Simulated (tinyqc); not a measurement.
# Hot electrons in a saturated n-channel MOSFET, lucky-electron model, step by step

tinyqc, about 0.01 s, one thread, Intel Xeon 2.30GHz (shared host): `OMP_NUM_THREADS=1 python tinyqc.py 2550137 2550138 out.jsonl` Printed values are rounded.

Beyond pinch-off the lateral field grows as Esat cosh(y/l) over the velocity-saturated region (pseudo-two-dimensional model). Impact ionisation in this region gives the substrate current, which biases the body forward through Rsub. Currents are per width. Local-field laws: they overstate ionisation when the field peak is narrower than an energy relaxation length.

Inputs (values chosen for the exercise); values close to those of silicon n-channel devices: channel length L = 0.35 um; oxide thickness tox = 8.9 nm; junction depth xj = 110 nm; threshold VT = 0.74 V; effective mobility mu = 370 cm^2/(V s); saturation velocity vs = 7.9e6 cm/s; ionisation prefactor Ai = 2e6 1/cm; ionisation field Bi = 1.65 MV/cm; resistance of the lightly doped drain Rd = 200 ohm um; substrate resistance Rsub = 28000 ohm um; fall of VT per volt of forward body bias kb = 0.25; hot-electron mean free path lm = 7.9 nm; oxide barrier pb = 3.2 V; prefactor of the gate current Cg = 0.0012; lifetime exponent m = 3.1; lifetime constant Hl = 28000 s uA/um; drain voltage Vd = 2.6 V; gate voltage Vg = 1.5 V.

Constants: eps0 = 8.8541878128e-14 F/cm where lengths are in cm. Results are converted to the units shown.

## Length and field scales

Cox = 3.9 eps0/tox, l = sqrt(3 tox xj), Esat = 2 vs/mu.

Cox = 0.387992 uF/cm^2
l = 54.1941 nm
Esat = 0.0427027 MV/cm
Esat L = 1.49459 V

## Iteration 1: body bias from the substrate current

Vb at the start = 0 V

Cox = 3.9 eps0/tox. Overdrive g = Vg - VT + kb Vb; Vdsat = g Esat L/(g + Esat L); Id = Cox vs (g - Vdsat); dV = Vd - Id Rd - Vdsat; Em = sqrt((dV/l)^2 + Esat^2); Isub = Id (Ai/Bi) l Em exp(-Bi/Em). Vb(new) = Rsub Isub.

Vdsat = 0.503812 V
Id = 78.5252 uA/um
dV = 2.08048 V
Em = 0.386262 MV/cm
Isub = 2.78106 uA/um
Vb after iteration 1 = 0.0778698 V

## Iteration 2: body bias from the substrate current

As before.

Vdsat = 0.512294 V
Id = 81.8925 uA/um
dV = 2.07133 V
Em = 0.384584 MV/cm
Isub = 2.83436 uA/um
Vb after iteration 2 = 0.0793621 V

## Course of the iteration: body bias from the substrate current

Stop when Vb changes by less than 1e-9 V, or after 60 iterations.

Course of the iteration:

| iteration | Vb (V) | \|change\| (V) |
|---|---|---|
| 1 | 0.0778698 | 0.0779 |
| 2 | 0.0793621 | 1.49e-3 |
| 3 | 0.0793902 | 2.81e-5 |
| 4 | 0.0793907 | 5.28e-7 |
| 5 | 0.0793907 | 9.93e-9 |
| 6 | 0.0793907 | 1.87e-10 |

Converged in 6 iterations. At the end each change is about 0.019 times the one before: linear convergence.

## Gate current, lifetime and channel shortening

Id = 81.9587 uA/um
dV = 2.07115 V
Em = 0.384551 MV/cm
Isub = 2.83538 uA/um

Ig = Cg Id exp(-pb/(lm Em)); lifetime tau = (Hl/Id)(Isub/Id)^(-m); length of the saturated region dL = l ln[(dV/l + Em)/Esat]. 1 year = 3.15576e7 s.

Isub/Id = 0.0345953
Ig = 2.61924 pA/um
tau = 0.366022 years
dL = 156.505 nm

The lifetime misses ten years. Integrating Ai exp(-Bi/E) over the cosh profile gives Isub/Id = 0.0291, so the closed form is 19 % above it.
